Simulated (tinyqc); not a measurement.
Anisotropic elasticity and sound waves of a cubic crystal: one step, computed by the program tinyqc.

Voigt order 1..6 = xx, yy, zz, yz, xz, xy, with engineering shear strains. The rotated frame has x' as named, z' along the wafer normal and y' = z' x x'.

Problem. Sound waves along the wave normal. In the cube axes, with unit normal n: G_ij = (C12 + C44) n_i n_j + (C44 - H n_i^2) delta_ij, eigenvalues rho v^2, eigenvectors u (columns, largest component positive). Group velocity V_i = [(C12 + C44)(u.n) u_i + C44 n_i - H u_i^2 n_i]/(rho v); its angle to n has cosine v/|V|.

Inputs (values chosen for the exercise, modelled on gold): C12 = 165.6 GPa; C44 = 41.16 GPa; density rho = 19.25 g/cm^3.

Frame: (111) wafer, x' along [1-10].

wave normal (not normalised): 3  4.5  0.2

H = 56.62 GPa

Give: Christoffel matrix; phase velocities; polarisations; group speeds; angles between V and n.

Solution.

Christoffel matrix (GPa):
```
      x      y     z
x  87.3   95.3   4.2
y  95.3  145.0   6.4
z   4.2    6.4  41.4
```

phase velocities (m/s): 927  1460  3350

polarisations:
```
      slow     fast  longitudinal
x   0.8025  -0.0386        0.5954
y  -0.5964  -0.0256        0.8023
z   0.0157   0.9989        0.0436
```

group speeds (m/s): 1368  1465  3362

angles between V and n (degree): 47.33  4.58  4.80

Energy flows off the wave normal by up to 47.3 degrees, for the slow transverse wave.
